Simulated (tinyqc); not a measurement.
From results back to parameters: exchange-split free-electron bands and tunnelling magnetoresistance. Three cases, with inputs chosen for the exercise.

Problem. The electron density n_up + n_dn and the polarisation of the density of states, P = (k_up - k_dn)/(k_up + k_dn), are given; EF and Dx are hidden.

Majority and minority bands E = c k^2/m -/+ Dx/2, c = hbar^2/2m0, so k_up = sqrt(m (EF + Dx/2)/c), k_dn = sqrt(m (EF - Dx/2)/c); n_s = k_s^3/(6 pi^2), D_s = m k_s/(4 pi^2 c).

Constants: hbar^2/2m0 = 3.80998211 eV angstrom^2.

Case 1.

Values chosen: m = 0.98 m0 (mass in the electrodes).
n = 0.0228891 1/angstrom^3
P = 0.131917

Case 2.

Values chosen: m = 0.86 m0 (mass in the electrodes).
n = 0.0499170 1/angstrom^3
P = 0.082430

Case 3.

Values chosen: m = 1.22 m0 (mass in the electrodes).
n = 0.0287568 1/angstrom^3
P = 0.618688

Find: k_up, k_dn; EF; Dx.

Solution. k_dn/k_up = (1 - P)/(1 + P); n then fixes k_up; EF is the mean and Dx the difference of the two kinetic energies.

Case 1.

k_up, k_dn (1/angstrom): 0.9775  0.7497

EF = 2.95 eV
Dx = 1.53 eV

Case 2.

k_up, k_dn (1/angstrom): 1.2247  1.0382

EF = 5.71 eV
Dx = 1.87 eV

Case 3.

k_up, k_dn (1/angstrom): 1.1890  0.2801

EF = 2.33 eV
Dx = 4.17 eV

Computed by tinyqc, one run a case: `OMP_NUM_THREADS=1 python tinyqc.py N N+1 out.jsonl` with N = 1650090, 1650108, 1650175; one thread of a shared Intel(R) Xeon(R) Processor @ 2.30GHz, about 0.01 s a run at most.
